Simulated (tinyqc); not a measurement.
Inside a calculation. Method: tight binding, kagome lattice. One step of it, computed by the program tinyqc.

Problem. Levels at K. Diagonalise the Hermitian matrix.

H(k) at K (eV), lower triangle (Hermitian):
```
                     A                    B         C
A             0.000000
B  -0.615000-1.065211i             0.000000
C  -0.615000+1.065211i  -0.615000-1.065211i  0.540000
```

Give: eigenvalues; weights |c|^2 of the basis functions.

Solution.

eigenvalues (eV): -1.2300  -0.8884  2.6584

weights |c|^2 of the basis functions:
```
   band 1  band 2  band 3
A  0.5000  0.2014  0.2986
B  0.5000  0.2014  0.2986
C  0.0000  0.5973  0.4027
```
